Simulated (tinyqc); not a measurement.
Speciation in dilute and buffered hydrofluoric acid, oxide etch rate and bath loading. Which input was changed? Computed by tinyqc, a small Python program. Command: `OMP_NUM_THREADS=1 python tinyqc.py 3121413 3121414 out.jsonl hfetch which`. One thread of a shared host (Intel(R) Xeon(R) Processor @ 2.30GHz), about 0.03 s of CPU time with the checks.

Concentrations stand for activities, NH4+ and Cl- are spectators, and water ionisation is neglected. H, F and HF2 denote the ions H+, F- and HF2-. The base temperature is 298 K.

Inputs (values chosen for the exercise, of the order of those for thermal oxide at room temperature):

| quantity | value | unit |
|---|---|---|
| HF added | 0.11 | mol/L |
| NH4F added | 0 | mol/L |
| HCl added | 0 | mol/L |
| K1 = [H][F]/[HF] | 0.000735 | mol/L |
| K2 = [HF2]/([HF][F]) | 4.45 | L/mol |
| K3 = [H2F2]/[HF]^2 | 0 | L/mol |
| rate constant of neutral HF k_a | 17 | nm L/(min mol) |
| rate constant of HF2 k_b | 52 | nm L/(min mol) |
| activation energy | 0.39 | eV |
| temperature error | 2.2 | K |
| oxide removed per wafer | 160 | nm |

Constants: k_B = 8.617333262e-05 eV/K.

Method:
- Fluoride balance: [HF] + [F] + 2 [HF2] + 2 [H2F2] = HF added + NH4F added. Acid balance: [H] + [HF] + [HF2] + 2 [H2F2] = HF added + HCl added. For a trial [H], [HF] = [H][F]/K1, and the fluoride balance is a quadratic in [F].
- The root is refined to 1e-13 in pH = -log10 [H].
- Rate = k_a ([HF] + 2 [H2F2]) + k_b [HF2], an empirical two-term form.
- Time = oxide/rate; a temperature error changes the rate by exp((E_a/k_B)(1/298 - 1/(298 + error))) - 1.

Task: One of these inputs alone was changed, within the range given: HF added (0.055 to 0.22); K1 = [H][F]/[HF] (0.0003675 to 0.00147); K2 = [HF2]/([HF][F]) (2.225 to 8.9); rate constant of neutral HF k_a (8.5 to 34). Which one, and to what value?

Results:

| run | etch rate (nm/min) | share of HF2 in the rate (%) | pH |
|---|---|---|---|
| before | 1.804819 | 8.759937 | 1.995943 |
| after | 2.099565 | 9.168957 | 1.953969 |

Result:

Each candidate set to reproduce etch rate, and what it then gives:

| candidate | range searched | value needed | share of HF2 in the rate (%) | pH |
|---|---|---|---|---|
| HF added (mol/L) | 0.055 to 0.22 | 0.1270 | 9.1690 | 1.9540 |
| K1 = [H][F]/[HF] (mol/L) | 0.0003675 to 0.00147 | out of reach | - | - |
| K2 = [HF2]/([HF][F]) (L/mol) | 2.225 to 8.9 | out of reach | - | - |
| rate constant of neutral HF k_a (nm L/(min mol)) | 8.5 to 34 | 20.04 | 7.5302 | 1.9959 |

Only HF added fits every result: it went from 0.11 to 0.127 mol/L. The next best candidate, rate constant of neutral HF k_a, misses one result by 18 %.
